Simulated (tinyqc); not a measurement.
Self-heating of a transistor with one or more fingers, with temperature-dependent conductivity: one step, computed by the program tinyqc.

N long parallel fingers lie on the top face of a slab whose bottom is held at T_0; the top is otherwise insulated, and heat flows in two dimensions. P in W/mm is 1000 P in W/m.

Task: Linear temperature rise of each finger. theta_i = (P/(pi kappa_0)) [g_0 + sum over j != i of g(|i - j| s)], with equal powers and constant conductivity; thermal resistance = largest theta/P.

Inputs (values chosen for the exercise, modelled on gallium oxide): conductivity at the base temperature kappa_0 = 18.8 W/(m K); power per gate width P = 0.1 W/mm; fingers N = 3.

Power: power rises with temperature.

own factor g_0 = 7.651233

g(j s), j = 1..7: 0.6535314  0.1998843  0.0628973  0.0198452  0.0062632  0.0019767  0.0006239

Give: theta of each finger; largest theta; thermal resistance.

Result:

theta of each finger (K): 14.40  15.17  14.40

largest theta = 15.17 K

thermal resistance = 151.7 K mm/W

The neighbours supply 15 % of the rise of the hottest finger, which runs 0.8 K above the outer ones.
